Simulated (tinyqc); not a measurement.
Length of a polyene: Hueckel, PPP and singles CI along the polyenes. Computed by the program tinyqc. Hueckel uses the same beta without repulsion; CIS keeps all single excitations and so misses the low, doubly excited 2Ag state. W is the valence ionisation energy of a centre, MN the Mataga-Nishimoto formula, f the oscillator strength.

All-trans chains of carbon centres 1.40 angstrom apart:
```
parameter,value
"beta (eV), times 1 +/- alternation",-2.440000
alternation,0.050000
W (eV),11.160000
gamma_rr (eV),9.620000
repulsion formula,Ohno
```

Gaps and excitations (eV):
```
centres,Hueckel gap,PPP orbital gap,bright singlet (CIS),f,lowest triplet (CIS)
2,5.124,12.150,6.421,0.551,3.827
4,3.306,9.570,4.995,1.045,2.664
8,2.009,7.476,3.635,1.869,1.806
10,1.708,6.961,3.265,2.220,1.624
12,1.500,6.601,2.997,2.543,1.507
```

Estimate the missing row, centres = 6.

Computed row:
```
centres  Hueckel gap  PPP orbital gap  bright singlet (CIS)      f  lowest triplet (CIS)
6              2.477            8.260                 4.169  1.480                 2.108
```

The Hueckel gap tends to 4 x alternation x |beta| = 0.49 eV for long chains. Exchange opens the PPP orbital gap, and the attraction of electron and hole brings the bright state 3.60 eV below it at 12 centres; the triplet lies 1.49 eV lower still.
